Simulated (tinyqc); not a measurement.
From results back to parameters: hole subbands of a hard-walled well, four-band Luttinger model. Four cases, with inputs chosen for the exercise.

Problem. At k = 0 in a hard-walled well HHn = c (g1 - 2 g2)(n pi/L)^2 - Z0 and LHn = c (g1 + 2 g2)(n pi/L)^2 + Z0, c = hbar^2/2m0. Two spacings were computed from hidden g1 and g2.

Constants: hbar^2/2m0 = 3.80998211 eV angstrom^2.

Case 1.

Values chosen (out of a larger set: near those of Si; not measured data): L = 120 angstrom (well width along [001]); Z0 = -0.0295 eV (shear strain energy).

HH2 - HH1 = 28.046 meV
LH1 - HH1 = -55.449 meV

Case 2.

Values chosen (out of a larger set: near those of Si; not measured data): L = 90 angstrom (well width along [001]); Z0 = 0 eV (shear strain energy).

HH2 - HH1 = 50.137 meV
LH1 - HH1 = 6.314 meV

Case 3.

Values chosen (out of a larger set: near those of Ge; not measured data): L = 50 angstrom (well width along [001]); Z0 = -0.0489 eV (shear strain energy).

HH2 - HH1 = 214.337 meV
LH1 - HH1 = 159.705 meV

Case 4.

Values chosen (out of a larger set: near those of InP; not measured data): L = 120 angstrom (well width along [001]); Z0 = 0.0251 eV (shear strain energy).

HH2 - HH1 = 14.571 meV
LH1 - HH1 = 67.017 meV

Find: u = c (pi/L)^2; g2; g1.
Solution. HH2 - HH1 = 3u (g1 - 2 g2) and LH1 - HH1 = 4 u g2 + 2 Z0.

Case 1.

u = c (pi/L)^2 = 2.611 meV
g2 = 0.34
g1 = 4.26

Case 2.

u = c (pi/L)^2 = 4.642 meV
g2 = 0.34
g1 = 4.28

Case 3.

u = c (pi/L)^2 = 15.041 meV
g2 = 4.28
g1 = 13.31

Case 4.

u = c (pi/L)^2 = 2.611 meV
g2 = 1.61
g1 = 5.08

Computed by tinyqc, one run a case: `OMP_NUM_THREADS=1 python tinyqc.py N N+1 out.jsonl` with N = 1251808, 1251872, 1251874, 1252025; one thread of a shared Intel(R) Xeon(R) Processor @ 2.30GHz, about 0.2 s a run at most.
